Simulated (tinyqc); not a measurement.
What moves the results: eight-band Kane k.p model. A value that a table varies takes the place of the one given here.

Eight-band Kane model, basis S, X, Y, Z times spin, zero of energy at the top of the unstrained valence band, c = hbar^2/2m0. Within each spin: H_SS = Eg + A c k^2, H_SX = i P kx (likewise Y, Z), H_XX = -Dso/3 + L kx^2 + M (ky^2 + kz^2), H_XY = N kx ky, and cyclic. Spin-orbit term (Dso/3) L.sigma on X, Y, Z with (L_k)_ij = -i epsilon_kij: <X+|H|Y+> = -i Dso/3, <X+|H|Z-> = Dso/3, <Y+|H|Z-> = -i Dso/3, <Z+|H|X-> = -Dso/3, <Z+|H|Y-> = i Dso/3, <X-|H|Y-> = i Dso/3, and their conjugates; + and - are the spin along z. Terms from inversion asymmetry are left out, so every level is twofold.

P = sqrt(Ep c); A = 1/me - Ep (Eg + 2 Dso/3)/(Eg (Eg + Dso)) keeps the electron mass; g1' = g1 - Ep/(3 Eg), g2' = g2 - Ep/(6 Eg), g3' = g3 - Ep/(6 Eg) remove the coupling to S that the Luttinger values already hold; L = -c (g1' + 4 g2'), M = -c (g1' - 2 g2'), N = -6 c g3'.

Constants: hbar^2/2m0 = 3.80998211 eV angstrom^2.

Values chosen for the exercise (near those of CdTe; not measured data): Eg = 1.578 eV (gap at Gamma to the s-like level); Dso = 0.896 eV (spin-orbit splitting); Ep = 18.9 eV (Kane energy); me = 0.0961 m0 (electron mass at Gamma); g1 = 5.27 (Luttinger gamma1); g2 = 1.7 (gamma2); g3 = 2.01 (gamma3); kmax = 0.08 1/angstrom (end of the path).

## Non-parabolicity of the conduction band

Unstrained, along [001], six points up to kmax. Parabolic: E = c k^2/me. Two-band form: E (1 + alpha E) = c k^2/me with alpha = (1 - me)^2/Eg. The column alpha(k) solves that form for alpha with the eight-band energy. Energies from the conduction edge.

Energies:

| \|k\| (1/angstrom) | parabolic (eV) | two-band (eV) | eight-band (eV) | alpha(k) (1/eV) | parabolic / eight-band |
|---|---|---|---|---|---|
| 0.0133 | 0.0070 | 0.0070 | 0.0070 | 0.594 | 1.004 |
| 0.0267 | 0.0282 | 0.0278 | 0.0277 | 0.594 | 1.016 |
| 0.0400 | 0.0634 | 0.0615 | 0.0612 | 0.594 | 1.036 |
| 0.0533 | 0.1128 | 0.1069 | 0.1061 | 0.594 | 1.063 |
| 0.0667 | 0.1762 | 0.1625 | 0.1608 | 0.593 | 1.095 |
| 0.0800 | 0.2537 | 0.2270 | 0.2240 | 0.593 | 1.133 |

alpha = 0.518 1/eV

At the last point the parabola lies a factor 1.13 above the eight-band value, and the two-band form 3.1 meV above it. The parabola stays within 5 % up to |k| = 0.0400 1/angstrom of the points listed. alpha(k) goes from 0.594 to 0.593 1/eV, a spread of 0.1 % over this range; the simple rule gives 0.518, 13 % below the first value, as it knows neither Dso nor the remote terms.

## Four, six or eight bands for the holes

Unstrained, along [110]. Six bands: the X, Y, Z block alone with the full g1, g2, g3 in L, M, N. Four bands: the same with Dso sent to infinity. HH, LH and SO name the pairs from the top.

Valence levels (eV):

| \|k\| (1/angstrom) | HH 4 | HH 6 | HH 8 | LH 4 | LH 6 | LH 8 | SO 6 | SO 8 |
|---|---|---|---|---|---|---|---|---|
| 0.0133 | -0.0009 | -0.0009 | -0.0009 | -0.0062 | -0.0062 | -0.0062 | -0.8996 | -0.8986 |
| 0.0267 | -0.0038 | -0.0038 | -0.0038 | -0.0248 | -0.0245 | -0.0242 | -0.9105 | -0.9064 |
| 0.0400 | -0.0085 | -0.0085 | -0.0085 | -0.0557 | -0.0545 | -0.0530 | -0.9294 | -0.9197 |
| 0.0533 | -0.0151 | -0.0151 | -0.0151 | -0.0991 | -0.0950 | -0.0908 | -0.9572 | -0.9385 |
| 0.0667 | -0.0236 | -0.0235 | -0.0235 | -0.1548 | -0.1447 | -0.1358 | -0.9955 | -0.9634 |
| 0.0800 | -0.0340 | -0.0338 | -0.0338 | -0.2230 | -0.2015 | -0.1859 | -1.0461 | -0.9946 |

At |k| = 0.0800 the heavy holes of the three models span 0.2 meV and the light holes 37.1 meV. The split-off band moves the light hole by +21.4 meV and treating the conduction band exactly moves it by +15.7 meV more; the split-off band matters more here, where the four-band light-hole energy is 0.25 times Dso and 0.14 times Eg.

## What each parameter does

Unstrained; levels at |k| = kmax along [001], all derived values formed anew. Each row changes one parameter from the base and keeps the others.

Results:

| case | conduction (eV) | heavy hole (eV) | light hole (eV) | split-off (eV) |
|---|---|---|---|---|
| base | 1.8020 | -0.0456 | -0.1791 | -0.9918 |
| Eg = 1.4202 eV | 1.6427 | -0.0456 | -0.1782 | -0.9846 |
| Dso = 0.9856 eV | 1.8023 | -0.0456 | -0.1800 | -1.0786 |
| Ep = 20.79 eV | 1.8026 | -0.0456 | -0.1798 | -0.9882 |
| me = 0.0865 m0 | 1.8273 | -0.0456 | -0.1770 | -0.9911 |
| g1 = 5.797 | 1.8007 | -0.0584 | -0.1910 | -1.0043 |
| g2 = 1.87 | 1.8003 | -0.0373 | -0.1838 | -0.9937 |
| g3 = 1.809 | 1.8020 | -0.0456 | -0.1791 | -0.9918 |

The largest shifts from the base row, up to three for each result and ties (the steps differ in size, so this ranks the rows, not the parameters). conduction (eV): Eg -0.1593, me +0.0253, g2 -0.0016; unchanged at the printed digits by g3. heavy hole (eV): g1 -0.0129, g2 +0.0083; unchanged at the printed digits by Eg, Dso, Ep, me and g3. light hole (eV): g1 -0.0119, g2 -0.0047, me +0.0021; unchanged at the printed digits by g3. split-off (eV): Dso -0.0868, g1 -0.0125, Eg +0.0072; unchanged at the printed digits by g3.

Program tinyqc; command `OMP_NUM_THREADS=1 python tinyqc.py 1050391 1050392 out.jsonl`; about 0.01 s on one thread of a shared Intel(R) Xeon(R) Processor @ 2.30GHz.
